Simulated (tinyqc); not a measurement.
AlGaN/GaN HEMT with access regions, lumped model: effect of the gate length.

A polarisation-induced electron sheet under a Schottky gate, in series with two ungated access regions and contacts. Drift law v = mu E/(1 + mu E/vs) under the gate. Currents in mA/mm, resistances in ohm mm. No self-heating, no channel-length modulation; fits for polarisation, barrier and offset are chosen for the exercise.

sigma = (5e13 x + 1.6e13 x^2) cm^-2, phiB = 0.84 + 1.3 x, dEc = 0.7 (1.71 x + x^2) in volts, Cb = eps0 eps_r/d, VT = phiB - dEc - q sigma/Cb, access density n0 = -Cb VT/q. Access resistance R(L, n) = L/(q mu n sqrt(1 - (I/(q n vs))^2)); Rs = Rc + R(Ls, n0), Rd = Rc + R(Ld, (1 - ft) n0). Vg' = Vg - I Rs, Vd' = Vd - I (Rs + Rd); with u = Vg' - VT, Vc = vs Lg/mu and w the smaller of Vd' and Vc [sqrt(1 + 2 u/Vc) - 1] (0 if negative), the channel gives (mu Cb/Lg)(u w - w^2/2)/(1 + w/Vc). I equals that channel current. Isat is I at Vd = 10 V, gm = dIsat/dVg, Ron the limit of Vd/I at small Vd.

Values chosen for this exercise; values close to those of AlGaN/GaN structures:
- x = 0.19 (aluminium share of the barrier)
- d = 20 nm (barrier thickness)
- eps_r = 9.3 (relative permittivity of barrier and channel)
- mu = 1400 cm^2/(V s) (channel mobility)
- vs = 1.4e7 cm/s (saturation velocity)
- Ls = 2 um (source access length)
- Ld = 12 um (drain access length)
- Rc = 0.26 ohm mm (resistance of each contact)
- ft = 0 (share of the drain-access electrons removed by traps)
- Vg = 0.5 V (gate voltage)

Constants: q = 1.602176634e-19 C, eps0 = 8.8541878128e-14 F/cm where lengths are in cm. Results are converted to the units shown.

The same in every row: VT (V) = -3.087; n0 (cm^-2) = 7.934e12.

Results:
```
Lg (um)	Ron (ohm mm)	Isat (mA/mm)	gm (mS/mm)
0.05	8.411	955.8	245.1
0.09	8.431	922.0	245.0
0.16	8.465	878.8	243.8
0.29	8.527	821.1	240.5
0.52	8.639	749.6	233.8
0.93	8.837	662.8	222.0
3	9.838	450.5	177.3
```

Estimate the missing row, Lg = 1.7 um.

Computed row:
```
Lg (um)	Ron (ohm mm)	Isat (mA/mm)	gm (mS/mm)
1.7	9.209	557.9	202.7
```

With this row back in the table: As Lg goes from 0.05 to 3 um, Ron rises from 8.41 to 9.84 ohm mm, Isat falls from 956 to 450 mA/mm and gm falls from 245 to 177 mS/mm. The ceiling Cb vs is 576 mS/mm. For Lg = 0.05 to 1.7 um the power passes 5 W/mm, where self-heating, left out here, lowers the current.

Numbers from tinyqc (`OMP_NUM_THREADS=1 python tinyqc.py 2570005 2570006 out.jsonl`; about 0.01 s on one thread of a shared Intel Xeon 2.30GHz).
